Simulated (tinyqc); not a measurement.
## Trap depth and cross-section from two peaks

Inverse problem. A DLTS peak lies where ew = sn g T^2 exp(-Et/kB T), g = vth Nc/(300 K)^2. Find Et and sn.

Parameters, values chosen for the exercise:
- Nc = 2.3e18 cm^-3 (conduction-band density of states at 300 K)
- vth = 2.6e7 cm/s (thermal velocity at 300 K)

Constants: q = 1.602176634e-19 C, kB = 1.380649e-23 J/K. Results are converted to the units shown.

peak temperatures for ew = 5 and 500 1/s (K): [79.577752, 106.25198]

Solution. The slope of ln(ew/T^2) against q/kB T is -Et, and the intercept is ln(sn g).

Et = 0.110 eV
sn = 1.10e-17 cm^2

Numbers from tinyqc (`OMP_NUM_THREADS=1 python tinyqc.py 2050103 2050104 out.jsonl`; about 0.01 s on one thread of a shared Intel Xeon 2.30GHz).
